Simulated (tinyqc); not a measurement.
Worked calculation: Gupta-type many-body potential for a metal. Computed by tinyqc, a small Python program that keeps every step. Command: `OMP_NUM_THREADS=1 python tinyqc.py 3023308 3023309 out.jsonl gupta walk`. One thread of a shared host (Intel(R) Xeon(R) Processor @ 2.30GHz), about 0.02 s of CPU time with the checks. Intermediate numbers are printed to about 7 digits and carried at full precision; extremes and crossings named in words are read from the listed rows.

E_i = sum_j A exp(-p (r_ij/r0 - 1)) - xi rho_i^gamma, with rho_i = sum_j exp(-2 q (r_ij/r0 - 1)); gamma = 1/2 is the tight-binding second-moment form. The crystal is fcc unless stated; d is the neighbour distance and a fixed number of shells is kept.

Inputs (values chosen for the exercise, for a model metal):

| quantity | value | unit |
|---|---|---|
| repulsion A | 0.119 | eV |
| hopping xi | 0.83 | eV |
| decay p | 8.38 | - |
| decay q | 2.47 | - |
| reference distance r0 | 2.864 | angstrom |
| shells kept | 3 | - |
| embedding exponent gamma | 0.6 | - |

Surface: (100).

Constants: 1 eV/angstrom^3 = 160.2176634 GPa; 1 eV/angstrom^2 = 16.02176634 J/m^2.

## Equilibrium of the fcc crystal

fcc shells: d sqrt(k), k = 1..5, with 12, 6, 24, 12, 24 atoms; Omega = d^3/sqrt2. Equilibrium: dE/dd = 0; B = d^2 E''(d)/(9 Omega).

neighbour distance d = 2.861505 angstrom

lattice constant = 4.046779 angstrom

cohesive energy E_c = 2.485847 eV

bulk modulus B = 69.34625 GPa

## Shell terms at equilibrium

Repulsion and density of one neighbour in each shell, and their sums.

Shells:

| shell | count | r (angstrom) | repulsion (eV) | density |
|---|---|---|---|---|
| 1 | 12 | 2.861505 | 1.198720e-01 | 1.004313 |
| 2 | 6 | 4.046779 | 3.737208e-03 | 0.130012 |
| 3 | 24 | 4.956272 | 2.611091e-04 | 0.027082 |

repulsive energy = 1.467154 eV

density rho = 13.48180

The band term is -xi rho^gamma = -3.9530 eV; with the repulsion it gives -E_c.

## Unrelaxed vacancy

Each neighbour j of the vacancy loses one repulsive term and one density term: E_v = sum_shells count x {-repulsion - xi [(rho - density)^gamma - rho^gamma]}. (The removed atom returns to a bulk-like site, so its own energy cancels.)

vacancy energy E_v = 0.9376972 eV

ratio E_v/E_c, E_c = xi rho^gamma less the repulsive energy = 0.3772144

A pair potential gives E_v = E_c; here the ratio is 0.38, as the remaining bonds of the neighbours strengthen when one is lost.

## Elastic constants

Second derivatives of E/Omega at equilibrium under homogeneous strain: e_xx = h gives C11; e_xx = -e_yy = h gives 2 (C11 - C12); e_xy = e_yx = h/2 gives C44.

C11 = 83.26191 GPa

C12 = 62.38842 GPa

C44 = 34.52468 GPa

Cauchy pressure C12 - C44 = 27.86374 GPa

C12/C44 = 1.81; pair forces would give 1. The excess comes from the curvature of the embedding term.

## The (100) surface

Cut the crystal without relaxation; an atom in layer l keeps the neighbours that lie below the surface plane. Excess = E_i + E_c. Surface energy = sum of excesses over the layers, divided by the area per surface atom: (sqrt3/2) d^2 for (111), d^2 for (100), sqrt2 d^2 for (110).

Layers:

| layer | nearest neighbours | repulsion (eV) | rho | excess (eV) |
|---|---|---|---|---|
| 1 | 8 | 0.980795 | 9.00955 | 0.3627973 |
| 2 | 12 | 1.462372 | 13.24346 | 0.0372982 |

excess per surface atom = 0.4000956 eV

surface energy = 0.7828620 J/m^2

## Three surfaces against bond counting

Bond counting with pair bonds charges E_c/12 for each missing nearest neighbour: 3, 4 and 6 per surface cell.

Surfaces:

| face | missing bonds | excess (eV) | bond counting (eV) | ratio | surface energy (J/m^2) |
|---|---|---|---|---|---|
| (111) | 3 | 0.3218647 | 0.621462 | 0.5179155 | 0.7272172 |
| (100) | 4 | 0.4000956 | 0.828616 | 0.4828482 | 0.7828620 |
| (110) | 6 | 0.6144016 | 1.242924 | 0.4943197 | 0.8500779 |

The order of surface energies is (111) < (100) < (110), with (110)/(111) = 1.169 against 1.225 from counting first-neighbour bonds. The excess is 0.48 to 0.52 of the bond-counting value: atoms with fewer neighbours have stronger bonds. Further shells enter the excess but not the count. Caution: relaxation, left out here, lowers surface energies.

## Energy against coordination

Nearest neighbours only, z equal bonds relaxed to their best length: r/r0 = 1 + ln[A p z^(1 - gamma)/(2 q gamma xi)]/(p - 2 q gamma), E = z A exp(-p (r/r0 - 1)) - xi [z exp(-2 q (r/r0 - 1))]^gamma.

Relaxed bonds:

| z | r (angstrom) | E per atom (eV) | E/z (eV) |
|---|---|---|---|
| 1 | 2.386494 | -0.879290 | -0.8792897 |
| 2 | 2.533109 | -1.145124 | -0.5725619 |
| 3 | 2.618874 | -1.336471 | -0.4454904 |
| 4 | 2.679725 | -1.491327 | -0.3728318 |
| 6 | 2.765489 | -1.740524 | -0.2900874 |
| 8 | 2.826340 | -1.942197 | -0.2427747 |
| 9 | 2.851254 | -2.031361 | -0.2257068 |
| 12 | 2.912105 | -2.266734 | -0.1888945 |

Bonds lengthen from 2.386 to 2.912 angstrom between z = 1 and 12, and |E| grows as z^0.381, the exponent gamma (p - 2q)/(p - 2 q gamma) = 0.381; pair bonds would give z^1 at a fixed length.

Checks made by the program: sum of the shell terms (relative difference below 1e-10); (C11 + 2 C12)/3 against B (relative difference below 1e-10).
